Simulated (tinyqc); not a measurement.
## Permittivity of the insulator from five potentials

Inverse problem. A node lies on a semiconductor-insulator interface. Steps: hs = tb/2 down into the semiconductor, ho = tox/2 up into the insulator, hy = L/5 sideways. The flux balance of its box reads eox (hy/ho)(above - node) + eps_r (hy/hs)(below - node) + [(eps_r hs + eox ho)/(2 hy)](left + right - 2 node) - q Na (hs/2) hy/eps0 = 0. Find eox.

Parameters, values chosen for the exercise; semiconductor permittivity close to that of silicon:

| symbol | value | unit | meaning |
|---|---|---|---|
| eps_r | 11.7 |  | relative permittivity of the semiconductor |
| tb | 8 | nm | half the body thickness |
| tox | 3.6 | nm | insulator thickness |
| L | 42 | nm | channel length |
| Na | 0 | cm^-3 | acceptor density of the depleted body |

Constants: q = 1.602176634e-19 C, eps0 = 8.8541878128e-14 F/cm where lengths are in cm. Results are converted to the units shown.

psi (V): node 0.35108716, above 0.19238857, below 0.48659510, left 0.15208064, right 1.17

Answer. The balance is linear in eox.

eox = 7.50

Computed by the program tinyqc: `OMP_NUM_THREADS=1 python tinyqc.py 2480128 2480129 out.jsonl`, one thread of a shared Intel Xeon 2.30GHz, about 0.2 s for the whole run.
